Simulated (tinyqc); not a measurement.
Anisotropic elasticity and sound waves of a cubic crystal: one step, computed by the program tinyqc.

Voigt order 1..6 = xx, yy, zz, yz, xz, xy, with engineering shear strains. The rotated frame has x' as named, z' along the wafer normal and y' = z' x x'.

Task: Moduli along the axes of the frame. Invert C' to S'. E along x' = 1/S'11, along y' = 1/S'22; Poisson ratios nu(x'y') = -S'12/S'11 and nu(x'z') = -S'13/S'11; in-plane shear modulus 1/S'66.

Frame: (001) wafer, x' along [210].

C' (GPa), lower triangle (symmetric):
```
,1,2,3,4,5,6
1,295.2
2,97.8,295.2
3,173.0,173.0,220.0
4,0.0,0.0,0.0,141.0
5,0.0,0.0,0.0,0.0,141.0
6,56.4,-56.4,0.0,0.0,0.0,65.8
```

Give: E along x'; E along y'; nu(x'y'); nu(x'z'); in-plane shear modulus.

Result:

E along x' = 109.9 GPa

E along y' = 109.9 GPa

nu(x'y') = 0.09116

nu(x'z') = 0.7147

in-plane shear modulus = 33.57 GPa

E is the same along x' and y'.
